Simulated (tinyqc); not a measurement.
Surface Green function of a chain with one s and one p orbital a site, Sancho-Rubio decimation: one step of the calculation.

A semi-infinite lead of cells 0, 1, 2, ... with H0 inside a cell and H1 = <cell i|H|cell i + 1>. H1 = [[-vss, vsp], [-vsp, vpp]]. z = E + i eta.

Question. Self-energy, Dyson check and densities of states. Sigma = H1 g_s H1^dagger is what the lead adds to one more cell, and (z - H0 - Sigma)^(-1) must give g_s back. Densities of states: -Im of the diagonals over pi.

Parameters, values chosen for the exercise:
```
symbol  value  unit     meaning
E        -3.5    eV      energy
eta      0.02    eV  broadening
```

H0 (eV):
```
       s     p
s  -2.13     0
p      0  1.86
```

H1 (eV):
```
       s     p
s     -1  1.01
p  -1.01  1.13
```

converged surface Green function g_s (1/eV):
```
                         s                        p
s  -0.58772690-0.96647168i   0.02703628-0.25044945i
p   0.02703628-0.25044945i  -0.18222292-0.06627338i
```

converged bulk Green function (1/eV):
```
                        s                        p
s  0.23090522-0.86762372i   0.00000000+0.00000000i
p  0.00000000+0.00000000i  -0.25892843-0.07376813i
```

Wanted: Sigma; (z - H0 - Sigma)^(-1); surface density of states; bulk density of states.

Answer.

Sigma (eV):
```
                 s                p
s  -0.8282-0.5282i  -0.8597-0.5133i
p  -0.8597-0.5133i  -0.8939-0.4988i
```

(z - H0 - Sigma)^(-1) (1/eV):
```
                 s                p
s  -0.5877-0.9665i   0.0270-0.2504i
p   0.0270-0.2504i  -0.1822-0.0663i
```

```
orbital  surface density of states (1/eV)  bulk density of states (1/eV)
s                                  0.3076                         0.2762
p                                  0.0211                         0.0235
```

Program tinyqc, `OMP_NUM_THREADS=1 python tinyqc.py 2680040 2680041 out.jsonl`; Intel Xeon 2.30GHz, shared host, one thread, about 0.05 s.
